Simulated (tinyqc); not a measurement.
Classical nucleation, growth and JMAK kinetics of crystallisation from a melt or glass: one step, computed by the program tinyqc.

A spherical nucleus cap on a flat wall with a sharp interface of isotropic energy gamma; lambda = Omega^(1/3) is the jump distance.

Question. Steady nucleation rate. Driving force per volume: dG = H [(T_m - T)/T_m] [2 T/(T_m + T)]. Shape factor f = (2 + cos theta)(1 - cos theta)^2/4. W(r) = f [4 pi r^2 gamma - (4/3) pi r^3 dG]; r* = 2 gamma/dG; W* = f 16 pi gamma^3/(3 dG^2); n* = f (4/3) pi r*^3/Omega. D = D0 exp(-Q/(k_B T)); attachment rate k+ = (A*/lambda^2) D/lambda^2 with A* = 2 pi r*^2 (1 - cos theta); Zeldovich factor Z = sqrt(W*/(3 pi k_B T))/n*; sites per volume N = S_v/lambda^2; I = N Z k+ exp(-W*/(k_B T)); lag time = 1/(4 pi Z^2 k+).

Inputs (values chosen for the exercise, for a model substance):
```
quantity                        value        unit
melting point T_m                1450           K
heat of melting per volume H     2590      J/cm^3
interface energy gamma          0.251       J/m^2
atomic volume Omega              27.5  angstrom^3
temperature T                    1144           K
diffusion prefactor D0        6.8e-07       m^2/s
activation energy Q              2.16          eV
contact angle theta                45     degrees
wall area per volume S_v      6.1e+06         1/m
```

Nucleation: on a flat wall. Driving force: Thompson-Spaepen.

Constants: k_B = 8.617333262e-05 eV/K; k_B = 1.380649e-23 J/K.

Give: diffusivity D; attachment rate k+; Zeldovich factor Z; sites N; nucleation rate I; lag time.

Answer.

diffusivity D = 2.074e-16 m^2/s

attachment rate k+ = 49860 1/s

Zeldovich factor Z = 0.06678

sites N = 6.695e+25 1/m^3

nucleation rate I = 3.376e+27 1/(m^3 s)

lag time = 3.578e-04 s
